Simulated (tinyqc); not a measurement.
Worked calculation: Ewald sum of point charges, simple cubic lattice in a neutralising background. Computed by tinyqc, a small Python program that keeps every step. Command: `OMP_NUM_THREADS=1 python tinyqc.py 23421 23422 out.jsonl` (the two numbers bound the seeds that draw the settings). One thread of a shared host (Intel(R) Xeon(R) Processor @ 2.60GHz), about 0.02 s of CPU time with the checks.

## Ewald sum with eta = 0.355 1/bohr

cell vectors (rows) (bohr):
```
           1          2          3
1  10.200000   0.000000   0.000000
2   0.000000  10.200000   0.000000
3   0.000000   0.000000  10.200000
```

Charges:
```
q               f1        f2        f3
1.000000  0.000000  0.000000  0.000000
```

Real space: 1/2 sum q_i q_j erfc(eta r)/r over all images with r > 0; reciprocal space: (2 pi/V) sum_(G != 0) exp(-G^2/4 eta^2)/G^2 |S(G)|^2 with S(G) = sum q exp(i G.r); self term -eta/sqrt(pi) sum q^2; background -pi Q^2/(2 V eta^2), Q the total charge.

Real-space shells (first ones):
```
r (bohr)   pairs  sum (hartree)
10.200000      6       8.95e-08
14.424978     12              0
```

Reciprocal shells (first ones that count):
```
G^2 (1/bohr^2)  vectors  sum (hartree)
0.379454              6       0.044102
0.758908             12       0.020776
1.138363              8       0.004350
1.517817              6       0.001153
1.897271             24       0.001737
2.276725             24       0.000682
3.035634             12       0.000057
3.415088             30       0.000059
3.794542             24       0.000020
4.173996             24       0.000009
4.553451              8       1.24e-06
4.932905             24       1.62e-06
```

## The total does not depend on eta

The same sums for other eta.

Totals (hartree per cell):
```
eta           real  reciprocal       self  background        total
0.355000  8.95e-08    0.072949  -0.200287   -0.011745  -0.13908321
0.510000         0    0.154344  -0.287737   -0.005691  -0.13908321
0.677000         0    0.246103  -0.381956   -0.003230  -0.13908321
```

shortest distance = 10.200000 bohr
